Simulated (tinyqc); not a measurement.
On-chip power grid, static voltage drop by conjugate gradients: one step of the calculation.

A grid of 4 rows and 3 columns, node k = 3 row + column. Neighbours in a row are joined by Rx, in a column by Ry; pad nodes, which reach the supply through Rp: 0. Each node draws I0, node 7 draws kh I0. The drops u = Vdd - V solve G u = i, with G the conductance matrix (1/Rp added on the diagonal at pad nodes).

Task. Worst drop, pad currents and power lost. Pad current u/Rp; worst drop as a share of Vdd; power lost in the grid and pads sum_k i_k u_k; power delivered sum_k i_k (Vdd - u_k).

Inputs (values chosen for the exercise):

| symbol | value | unit | meaning |
|---|---|---|---|
| Vdd | 1 | V | supply voltage |
| Rp | 0.38 | ohm | resistance from a pad node to the supply |
| I0 | 8.3 | mA | load current of an ordinary node |
| kh | 5 |  | factor on the load at the hot node |

converged u (mV):
```
           col 0      col 1      col 2
row 0   50.46400   70.13079   78.35993
row 1   79.34658   84.74528   87.73386
row 2   95.34428   99.22930   97.92214
row 3  100.92943  101.85892  101.90837
```

Find: worst drop; share of Vdd; pad currents; power lost; power delivered.

Result.

worst drop = 101.9 mV
share of Vdd = 10.19 %
pad currents (mA): node 0 132.8
power lost = 11.99 mW
power delivered = 120.8 mW

The pad currents add up to the total load, 132.8 mA. The worst drop is at node 11, not at the hot node.

tinyqc, about 0.08 s, one thread, Intel Xeon 2.30GHz (shared host): `OMP_NUM_THREADS=1 python tinyqc.py 2770206 2770207 out.jsonl`
